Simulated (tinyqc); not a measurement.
What each parameter does: two-dimensional electron gas with Rashba and Dresselhaus coupling.

H = c k^2/m + al (ky sx - kx sy) + b1 (kx sx - ky sy) + gam kx ky (kx sy - ky sx), s the Pauli matrices, x = [100], c = hbar^2/2m0, b1 = gam (pi/L)^2 (hard walls). H = c k^2/m + B.s, so E = c k^2/m -/+ |B| and the lower state has its spin along -B.

Constants: hbar^2/2m0 = 3.80998211 eV angstrom^2.

Values chosen for the exercise (of the size met in GaN; shifted at random, so the results belong to these values and not to a real crystal):
```
symbol  value   unit           meaning
m       0.2271  m0             mass
al      0.0048  eV angstrom    Rashba constant
gam     0       eV angstrom^3  bulk Dresselhaus constant
L       118     angstrom       width of the (001) well
n       9.1     1e11/cm^2      sheet density (one subband filled)
```

Splittings 2|B| at k0 = sqrt(2 pi n) along [100], [110] and [-110], and E0 = c k0^2/m; 1e11/cm^2 = 1e-5/angstrom^2.

One parameter was then changed.

Results before and after:
```
case     [100] (meV)  [110] (meV)  [-110] (meV)  E0 (meV)
base          0.2296       0.2296        0.2296      9.59
changed       0.2755       0.2755        0.2755      9.59
```

Which of these changes was made? (a) n = 13.65 1e11/cm^2; (b) gam = 3 eV angstrom^3; (c) m = 0.24981 m0; (d) L = 138 angstrom; (e) al = 0.00576 eV angstrom.

Answer: (e) al = 0.00576 eV angstrom. Of the candidates, run in turn, only this one gives the changed row.

All candidates:
```
case                      [100] (meV)  [110] (meV)  [-110] (meV)  E0 (meV)
base                           0.2296       0.2296        0.2296      9.59
m = 0.24981 m0                 0.2296       0.2296        0.2296      8.72
al = 0.00576 eV angstrom       0.2755       0.2755        0.2755      9.59
gam = 3 eV angstrom^3          0.2511       0.2902        0.1689      9.59
L = 138 angstrom               0.2296       0.2296        0.2296      9.59
n = 13.65 1e11/cm^2            0.2811       0.2811        0.2811     14.39
```

(tinyqc, `OMP_NUM_THREADS=1 python tinyqc.py 1452696 1452697 out.jsonl`, Intel(R) Xeon(R) Processor @ 2.30GHz, 1 thread, shared host, about 0.01 s.)
